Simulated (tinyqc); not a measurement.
Classical nucleation, growth and JMAK kinetics of crystallisation from a melt or glass: one step, computed by the program tinyqc. Command: `OMP_NUM_THREADS=1 python tinyqc.py 3006525 3006526 out.jsonl nucl walk`. One thread of a shared host (Intel(R) Xeon(R) Processor @ 2.30GHz), about 0.01 s of CPU time with the checks.

A spherical nucleus cap on a flat wall with a sharp interface of isotropic energy gamma; lambda = Omega^(1/3) is the jump distance.

Task: Critical nucleus. Driving force per volume: dG = H [(T_m - T)/T_m] [2 T/(T_m + T)]. Shape factor f = (2 + cos theta)(1 - cos theta)^2/4. W(r) = f [4 pi r^2 gamma - (4/3) pi r^3 dG]; r* = 2 gamma/dG; W* = f 16 pi gamma^3/(3 dG^2); n* = f (4/3) pi r*^3/Omega.

Inputs (values chosen for the exercise, for a model substance): melting point T_m = 870 K; heat of melting per volume H = 490 J/cm^3; interface energy gamma = 0.0488 J/m^2; atomic volume Omega = 24.6 angstrom^3; temperature T = 650 K; contact angle theta = 145 degrees.

Nucleation: on a flat wall. Driving force: Thompson-Spaepen.

Constants: e = 1.602176634e-19 C; k_B = 1.380649e-23 J/K.

Give: driving force dG; shape factor f; critical radius r*; barrier W*; atoms in the nucleus n*; W*/(k_B T).

Result:

driving force dG = 106.0 J/cm^3

shape factor f = 0.9769

critical radius r* = 0.9210 nm

barrier W* = 1.057 eV

atoms in the nucleus n* = 130.0

W*/(k_B T) = 18.87

The wall leaves r* unchanged and cuts the barrier to 97.7 % of the homogeneous value. W* equals n* Omega dG/2 = 1.057 eV.
